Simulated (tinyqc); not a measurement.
Special k points of the square lattice: sweeps and comparisons. A value that a table varies takes the place of the one given here.

Lattice vectors in units of a: a1 = (1, 0), a2 = (0, 1); reciprocal vectors b_i with a_i . b_j = 2 pi delta_ij. Mesh: k = sum_i f_i b_i with f_i = (2 j_i + shift)/(2 N), j_i = 0 .. N-1. The point group of the lattice has 8 operations; only those that map the mesh onto itself are used.

A_m(k) = sum over the m-th star of lattice vectors R of cos(k . R), stars in order of length: m = 1: |R|^2 = 1, 4 vectors, such as (1, 0) in the basis a_i; m = 2: |R|^2 = 2, 4 vectors, such as (1, 1) in the basis a_i; m = 3: |R|^2 = 4, 4 vectors, such as (2, 0) in the basis a_i; m = 4: |R|^2 = 5, 8 vectors, such as (2, 1) in the basis a_i; m = 5: |R|^2 = 8, 4 vectors, such as (2, 2) in the basis a_i; m = 6: |R|^2 = 9, 4 vectors, such as (3, 0) in the basis a_i. The zone mean of every A_m is zero.

Test function, the lower band of a two-band insulator: E(k) = -sqrt(D^2 + (e0 - t A_1(k))^2).

Values chosen for the exercise:
```
symbol  value  unit  meaning
D       0.86   eV    half gap term
t       0.51   eV    coupling
e0      1.21   eV    offset
N       4            points along each reciprocal vector
shift   1            half steps
```

## Mesh size and shift

Errors of the mean of E against the unshifted mesh with N = 96. The fifth column is |R|^2 of the shortest star with a non-zero mean.

Meshes:
```
mesh        points  irreducible  operations  |R|^2 missed  error (meV)
2 Gamma          4            3           8          4.00     -221.150
2 shifted        4            1           8          4.00      175.872
3 Gamma          9            3           8          9.00      -27.534
3 shifted        9            3           8          9.00       40.704
4 Gamma         16            6           8         16.00        1.154
4 shifted       16            3           8         16.00       -1.711
5 Gamma         25            6           8         25.00        1.420
5 shifted       25            6           8         25.00       -1.968
6 Gamma         36           10           8         36.00        0.070
6 shifted       36            6           8         36.00        0.083
8 Gamma         64           15           8           >49       -0.023
8 shifted       64           10           8           >49        0.009
10 Gamma       100           21           8           >49        0.004
10 shifted     100           15           8           >49       -0.004
```

reference mean = -1.66036 eV

The shifted mesh has the smaller error for 2 of 7 values of N and the larger for 4; the rest agree at the printed digits. The cheapest mesh within 1 meV is 6 shifted, with 6 irreducible points. A mesh misses the lattice vectors N (n1 a1 + n2 a2 + ...); the half shift gives each the sign (-1)^(n1 + n2 + ...), so the 4 shortest ones add up to -4 in place of 4: their term only changes sign. The shift keeps the full symmetry; it leaves fewer irreducible points for N = 2, 4, 6, 8 and 10.

## Gap and mesh density

D takes the values listed; errors against the unshifted mesh with N = 192, for unshifted meshes.

Errors (meV):
```
D (eV)  reference (eV)     N = 2   N = 4   N = 6   N = 8
0.2            -1.3556  -285.068  10.138   0.886  -1.967
0.4            -1.4226  -263.596   5.326   0.706  -0.540
0.8            -1.6244  -225.819   1.359   0.103  -0.035
1.5            -2.1040  -183.060   0.541  -0.008   0.000
2.5            -2.9272  -145.151   0.426  -0.001   0.000
4.0            -4.2908  -108.434   0.238  -0.001   0.000
```

The first listed N from which the error stays below 0.5 meV is none for D = 0.2, none for D = 0.4, 6 for D = 0.8, 6 for D = 1.5, 4 for D = 2.5, 4 for D = 4 eV. A larger D makes the function smoother, so its Fourier coefficients fall faster with |R|; single entries change sign along a column, so a small error on one coarse mesh can be a cancellation.

## One point for the whole zone

The mean-value (Baldereschi) point is taken at k = (2 pi/a) (0.25, 0.25), that is f = (0.25, 0.25); the reference is the mesh with N = 96.

Single points:
```
point                    A_1     A_2     A_3    A_4   E (eV)
Gamma                  4.000   4.000   4.000  8.000  -1.1952
mean-value point       0.000   0.000  -4.000  0.000  -1.4845
zone-face centre b1/2  0.000  -4.000   4.000  0.000  -1.4845
```

reference mean = -1.6604 eV

The mean-value point makes A_1, A_2 and A_4 vanish. Its error is +176 meV, against +465 meV at Gamma and +176 meV at b1/2. E is not linear in A_1; its powers hold sums of nearest vectors and a non-zero mean, so this point is not exact. A_1 has the same value at b1/2, and E depends on A_1 alone, so this test cannot tell the two points apart.

## What moves the zone average

Mean of E over the mesh, and its error against the unshifted mesh with N = 96. Each row changes one parameter from the base and keeps the others.

Results:
```
case          mean (eV)  error (meV)  irreducible points
base            -1.6621        -1.71                   3
N = 5           -1.6623        -1.97                   6
shift = 0       -1.6592         1.15                   6
D = 0.602 eV    -1.5171        -1.74                   3
t = 0.663 eV    -1.8148       -13.62                   3
```

The largest shifts from the base row, up to three for each result and ties (the steps differ in size, so this ranks the rows, not the parameters). mean (eV): t -0.1527, D +0.1450, shift +0.0029. error (meV): t -11.91, shift +2.87, N -0.26. irreducible points: N +3, shift +3; unchanged at the printed digits by D and t.

(tinyqc, `OMP_NUM_THREADS=1 python tinyqc.py 1680659 1680660 out.jsonl`, Intel(R) Xeon(R) Processor @ 2.30GHz, 1 thread, shared host, about 0.09 s.)
